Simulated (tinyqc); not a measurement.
Band offset from the macroscopic average of a supercell potential: one step. The potential line-up.

Values chosen for the exercise (out of a larger set: gaps near those of Si and HfO2; not measured data): h = 0.35 angstrom (grid step).

macroscopic average (eV): -9.29500  -8.92442  -8.61968  -8.40482  -8.28088  -8.23107  -8.22145  -8.22016  -8.22002  -8.22000  -8.22000  -8.22000  -8.22002  -8.22016  -8.22145  -8.23107  -8.28088  -8.40482  -8.61968  -8.92442  -9.29500  -9.66558  -9.97032  -10.18518  -10.30912  -10.35893  -10.36855  -10.36984  -10.36998  -10.37000  -10.37000  -10.37000  -10.36998  -10.36984  -10.36855  -10.35893  -10.30912  -10.18518  -9.97032  -9.66558

Problem. Read the macroscopic average in the middle of each region, j = 10 and j = 30, and its slope in A by a central difference over two points each way.

Give: plateau in A; plateau in B; dV = B - A; slope in A.

Solution.

plateau in A = -8.220 eV
plateau in B = -10.370 eV
dV = B - A = -2.150 eV
slope in A = 0.000 eV/angstrom

The plateaus are flat, so the line-up is well defined.

Computed by tinyqc, a small Python program: `OMP_NUM_THREADS=1 python tinyqc.py 1880695 1880696 out.jsonl` (the numbers bound the seed that draws the inputs); one thread of a shared host (Intel(R) Xeon(R) Processor @ 2.30GHz), about 0.01 s for the whole set of steps.
